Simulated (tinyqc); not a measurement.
# MESFET, gradual channel with velocity saturation: depletion, velocity and field along the channel

A uniformly doped n-type channel, depleted from the top by a Schottky gate; at channel potential V the depleted share of a is u = sqrt((Vbi - Vg + V)/Vp), s at the source. Electrons drift with v = mu E/(1 + mu E/vsat). Abrupt depletion edge, no series resistance, source at 0.

Vbi = phiB - Vt ln(Nc/Nd); Vp = q Nd a^2/(2 eps0 eps_r); G0 = q mu Nd a W/L; Z = mu Vp/(vsat L); s = sqrt((Vbi - Vg)/Vp). I = (G0 Vp/3) F/(1 + Z (u^2 - s^2)), F = 3 (u^2 - s^2) - 2 (u^3 - s^3), with u at V = Vd; Z = 0 gives constant mobility, for which u stops at 1. At channel potential V: y/L = (G0 Vp/3) F(u)/I - Z V/Vp, v = vsat I Z/(G0 Vp (1 - u)), E = (vsat/mu) w/(1 - w) with w = v/vsat.

Values chosen for this exercise; material values close to those of 4H silicon carbide:
```
symbol,value,unit,meaning
T,300,K,temperature
eps_r,9.81,,relative permittivity of the semiconductor
Nc,1.71e19,cm^-3,conduction-band density of states at T
Nd,1.2e17,cm^-3,donor density of the channel
a,200,nm,channel thickness
mu,390,cm^2/(V s),low-field mobility at this doping
vsat,2.3e7,cm/s,saturation velocity
L,2,um,gate length
W,100,um,gate width
phiB,0.91,V,Schottky barrier
Vg,0,V,gate voltage
Vd,2.2,V,drain voltage
```

Constants: q = 1.602176634e-19 C, kB = 1.380649e-23 J/K, Vt = kB T/q, eps0 = 8.8541878128e-14 F/cm where lengths are in cm. Results are converted to the units shown.

Along the channel:
```
V (V)         u     y/L  v (cm/s)  E (kV/cm)
0       0.42024  0.0000  2.2326e6     6.3399
0.3667  0.50934  0.2638  2.6380e6     7.6405
0.7333  0.58502  0.4823  3.1190e6     9.2522
1.1     0.65198  0.6617  3.7192e6     11.376
1.4667  0.71268  0.8058  4.5049e6     14.365
1.8333  0.76858  0.9178  5.5932e6     18.950
2.2     0.82070  1.0000  7.2191e6     26.978
```

From source to drain the open share 1 - u falls from 0.580 to 0.179, so the velocity rises by a factor of 3.23, to 0.314 vsat, and the field by 4.26. Half of Vd drops over the last 34 % of the gate length.

Program tinyqc, `OMP_NUM_THREADS=1 python tinyqc.py 2500125 2500126 out.jsonl`; Intel Xeon 2.30GHz, shared host, one thread, about 0.06 s.
